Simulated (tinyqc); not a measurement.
# Bandgap voltage reference from two bipolar transistors, step by step

Computed by the program tinyqc: `OMP_NUM_THREADS=1 python tinyqc.py 2062163 2062164 out.jsonl`, one thread of a shared Intel Xeon 2.30GHz, about 0.02 s for the whole run. Printed values are rounded.

Two transistors of area 1 and N carry the same current I. Is(T) = Is (T/T0)^eta exp[(Vg0 q/kB)(1/T0 - 1/T)], VBE1 = Vt ln(I/Is(T)) + I rb, VBE2 = Vt ln(I/(N Is(T))) + I rb/N. The amplifier forces I R1(T) = VBE1 - VBE2 + Vos, with R(T) = R (1 + tc (T - T0)) for both resistors, and the output is Vref = VBE1 + I R2(T). Base currents and the Early effect are neglected.

Parameters, values chosen for the exercise; values of the order met in silicon bipolar transistors:
- T0 = 300 K (reference temperature)
- Vg0 = 1.17 V (band-gap voltage extrapolated to 0 K)
- eta = 3.2 (temperature exponent of the saturation current)
- Is = 7.1e-18 A (saturation current of the unit transistor at T0)
- N = 10 (area ratio of the second transistor)
- R1 = 13 kohm (resistor across which the difference of VBE falls, at T0)
- tc = 0 ppm/K (temperature coefficient of both resistors)
- Vos = 0 mV (offset of the amplifier)
- rb = 45 ohm (series resistance of the unit transistor)
- R2 = 117.4 kohm (output resistor at T0)
- T = 398 K (temperature)

Constants: q = 1.602176634e-19 C, kB = 1.380649e-23 J/K. Results are converted to the units shown.

## Operating point at the reference temperature

Vt = kB T/q; I = (Vt ln N + Vos)/(R1(T) - rb (1 - 1/N)). Evaluate at T = T0.

Vt = 0.0258520 V
I = 4.59327 uA
Is(T) = 7.1e-18 A
VBE1 = 0.703265 V
I R2 = 0.539249 V
Vref = 1.24251 V

## Operating point at another temperature

Vt = kB T/q; I = (Vt ln N + Vos)/(R1(T) - rb (1 - 1/N)).

Vt = 0.0342970 V
I = 6.09373 uA
Is(T) = 1.21284e-12 A
VBE1 = 0.529470 V
I R2 = 0.715404 V
Vref = 1.24487 V

From T0 to T, VBE1 changes by -174 mV and I R2 by 176 mV, which leaves 2.36 mV in Vref.

## Resistor for zero slope at T0, ideal case

With tc = 0, Vos = 0 and rb = 0 the current is proportional to T, dVBE/dT = (VBE - Vg0 - (eta - 1) Vt)/T, and Vref has zero slope at T0 when Vref = Vg0 + (eta - 1) Vt0. Find VBE1, its slope, that Vref, R2/R1 and the curvature d2Vref/dT2 = -(eta - 1) kB/(q T0).

VBE1 = 0.702978 V
dVBE/dT = -1.74632 mV/K
Vref = 1.22687 V
R2/R1 = 8.80107
curvature = -0.631938 uV/K^2
